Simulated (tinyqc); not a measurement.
Inside a calculation. Model: Schottky diode by thermionic emission with image-force lowering and series resistance.

tinyqc, about 0.01 s, one thread, Intel Xeon 2.30GHz (shared host): `OMP_NUM_THREADS=1 python tinyqc.py 2640129 2640130 out.jsonl` Printed values are rounded.

Metal on an n-type semiconductor with one parabolic valley; V > 0 is forward bias (metal positive). I = I0 [exp(Vj/(n Vt)) - 1] with Vj = V - I Rs; I0 = S A* T^2 exp(-(phi - dphi)/Vt), the lowering dphi taken at zero bias.

Values chosen for this exercise; band and dielectric values close to those of silicon: temperature T = 350 K; electron mass me = 0.261 m0; relative permittivity eps_r = 11.7; barrier height seen from the metal phi = 0.64 eV; donor density Nd = 1.1e15 cm^-3; area S = 7.9e-5 cm^2; ideality factor n = 1.13; series resistance Rs = 52 ohm; applied bias V = 0.82 V.

Constants: q = 1.602176634e-19 C, kB = 1.380649e-23 J/K, h = 6.62607015e-34 J s, m0 = 9.1093837015e-31 kg, Vt = kB T/q, eps0 = 8.8541878128e-14 F/cm where lengths are in cm. Results are converted to the units shown.

Range of the model: One isotropic valley is assumed; bands with several valleys have a larger Richardson constant and Nc. At the applied forward bias V the junction voltage comes within 3 Vt of Vbi (or passes it), where the depletion layer is gone and the emission formula overstates the current.

## Saturation current

A* = 4 pi q me m0 kB^2/h^3 (times 1e-4 for A/(cm^2 K^2)); Nc = 2 (2 pi me m0 kB T/h^2)^1.5 (times 1e-6 for cm^-3); xi = Vt ln(Nc/Nd), Vbi = phi - xi; surface field Em = sqrt(2 q Nd (Vbi - V - Vt)/(eps0 eps_r)); dphi = sqrt(q Em/(4 pi eps0 eps_r)). Here V = 0 in Em.

A* = 31.3652 A/(cm^2 K^2)
Nc = 4.21651e18 cm^-3
Vbi = 0.391131 V
Em = 11.0824 kV/cm
dphi = 11.6789 meV
I0 = 2.72135e-7 A

The lowering raises I0 by a factor of 1.47.

## Iteration 1: junction voltage

Vj at the start = 0.32 V

Fixed-point step: I = (V - Vj)/Rs, then Vj(new) = n Vt ln(1 + I/I0).

Vj after iteration 1 = 0.356923 V

## Iteration 2: junction voltage

As before.

Vj after iteration 2 = 0.354308 V

## Course of the iteration

Stop when Vj changes by less than 1e-10 V, or after 50 iterations.

Course of the iteration:
```
iteration    Vj (V)  change (V)
1          0.356923      0.0369
2          0.354308     2.61e-3
3          0.354500     1.92e-4
4          0.354486     1.40e-5
5          0.354487     1.03e-6
6          0.354487     7.53e-8
7          0.354487     5.51e-9
8          0.354487    4.03e-10
9          0.354487    2.95e-11
```

Converged in 9 iterations. The error shrinks by n Vt/(Rs (I + I0)) = 0.073 a step near the solution.

## Current and small-signal resistance

converged Vj = 0.354487 V

I = I0 [exp(Vj/(n Vt)) - 1], dV/dI = Rs + n Vt/(I + I0).

I = 8.95217 mA
drop over Rs = 0.465513 V
dV/dI = 55.8070 ohm
